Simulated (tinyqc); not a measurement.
# Which input was changed?

Model: Haynes-Shockley experiment: drift, diffusion and decay of a minority-carrier pulse. Computed by tinyqc, a small Python program. Command: `OMP_NUM_THREADS=1 python tinyqc.py 3113628 3113629 out.jsonl haynes which`. One thread of a shared host (Intel(R) Xeon(R) Processor @ 2.30GHz), about 0.07 s of CPU time with the checks.

A thin sheet of excess carriers is made at x = 0, t = 0 in a long uniform bar; injection is low, so the pulse moves with the minority mobility.

Inputs (values chosen for the exercise, modelled on electrons in p-type germanium in a lightly doped bar): minority mobility mu = 3490 cm^2/(V s); lifetime tau = 38 microsecond; temperature T = 250 K; field F = 8.5 V/cm; distance d to the collector = 0.96 cm; injected sheet density N0 = 3.9e+10 1/cm^2.

Constants: k_B = 8.617333262e-05 eV/K.

Method:
- D = mu k_B T/e, v = mu F.
- Transit time d/v, diffusion length sqrt(D tau), drift length v tau, Peclet number v d/D = e F d/(k_B T).
- dn(x, t) = N0/sqrt(4 pi D t) exp(-(x - v t)^2/(4 D t) - t/tau).
- At fixed x the signal peaks where d ln(dn)/dt = 0: a t^2 + t/2 - x^2/(4 D) = 0 with a = v^2/(4 D) + 1/tau.
- The full width at half maximum is found by solving dn(x, t) = peak/2 on both sides of the peak.
- With w the full width at half maximum: mu = d/(F t_p); D = (w d)^2/(16 ln2 t_p^3); Einstein ratio D/mu against k_B T/e.

Task: One of these inputs alone was changed, within the range given: minority mobility mu (1745 to 6980); lifetime tau (19 to 76); temperature T (200 to 400); field F (4.25 to 17). Which one, and to what value?

Results:
```
run     peak density (1/cm^3)  width at half maximum (microsecond)  apparent D (cm^2/s)
before           9.563364e+10                             5.490971             75.52166
after            7.928201e+10                             5.482850             75.52133
```

Result:

Each candidate set to reproduce peak density, and what it then gives:
```
candidate                          range searched  value needed  width at half maximum (microsecond)  apparent D (cm^2/s)
minority mobility mu (cm^2/(V s))    1745 to 6980          2856                               6.6993                61.81
lifetime tau (microsecond)               19 to 76         31.10                               5.4829                75.52
temperature T (K)                      200 to 400         365.4                               6.6125               110.60
field F (V/cm)                         4.25 to 17         7.433                               6.6988                75.57
```

Only lifetime tau fits every result: it went from 38 to 31.1 microsecond. The next best candidate, field F, misses one result by 22 %.
